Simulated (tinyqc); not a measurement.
MOS capacitor with interface traps: C-V stretch-out, conductance peak and subthreshold swing: one step, computed by the program tinyqc. Command: `OMP_NUM_THREADS=1 python tinyqc.py 3023596 3023597 out.jsonl mostraps walk`. One thread of a shared host (Intel(R) Xeon(R) Processor @ 2.30GHz), about 0.01 s of CPU time with the checks.

Energies at the interface are counted from the valence band. psi > 0 means bending towards depletion, so the surface potential is -psi. Boltzmann statistics, full ionisation, no quantum confinement. Traps are neutral when filled up to E_n, with a sharp (zero-temperature) occupation.

Problem. Charges at the given band bending. With u = psi/k_B T and r = (n_i/N)^2: F = sqrt(exp(-u) + u - 1 + r (exp(u) - u - 1)); Q_s = +sign(u) sqrt(2) eps_s eps_0 (k_B T/e) F/L_D; C_s = (eps_s eps_0/(sqrt(2) L_D)) |1 - exp(-u) + r (exp(u) - 1)|/F; at high frequency, below strong inversion, the terms in r are dropped. D(E) = D_0 + D_1 exp(-(E - E_p)^2/2 w^2). E_F at the interface is E_s = E_F - psi; Q_it = -e int from E_n to E_s of D(E) dE; C_it = e D(E_s) (per volt); V_G = phi_ms - psi - (Q_s + Q_it + e N_f)/C_ox.

Inputs (values chosen for the exercise, modelled on GaN, with an insulator like SiO2):
```
quantity                              value         unit
gap E_g                                3.44           eV
dielectric constant eps_s              9.29            -
doping N                            4.9e+15        cm^-3
work-function difference phi_ms        0.44            V
fixed charge N_f                    2.7e+11        cm^-2
trap density D_0                      3e+12  cm^-2 eV^-1
neutrality level E_n                   2.27           eV
band bending towards depletion psi     0.83            V
temperature T                           400            K
peak density D_1                      7e+12  cm^-2 eV^-1
peak width w                           0.11           eV
peak position E_p                      1.69           eV
```

Substrate: n-type. Trap spectrum: flat plus a Gaussian peak.

k_B T = 0.03446933 eV

n_i = 0.003091918 cm^-3

Debye length L_D = 60.09598 nm

bulk E_F = 3.214191 eV

C_ox = 1.111058 microF/cm^2

Constants: eps_0 = 8.8541878128e-12 F/m; e = 1.602176634e-19 C.

Give: E_s; Q_s; C_s; C_s at high frequency; D(E_s); Q_it; C_it; gate voltage V_G.

Solution.

E_s = 2.384 eV

Q_s = 0.03205 microC/cm^2

C_s = 0.02015 microF/cm^2

C_s at high frequency = 0.02015 microF/cm^2

D(E_s) = 3.000e+12 cm^-2 eV^-1

Q_it = -0.05489 microC/cm^2

C_it = 0.4807 microF/cm^2

gate voltage V_G = -0.4084 V

The traps hold negative charge because E_s lies above E_n. Caution: traps deeper than about 24 k_B T and minority carriers reach equilibrium slowly or not at all, so the charges here are limits for very slow sweeps.
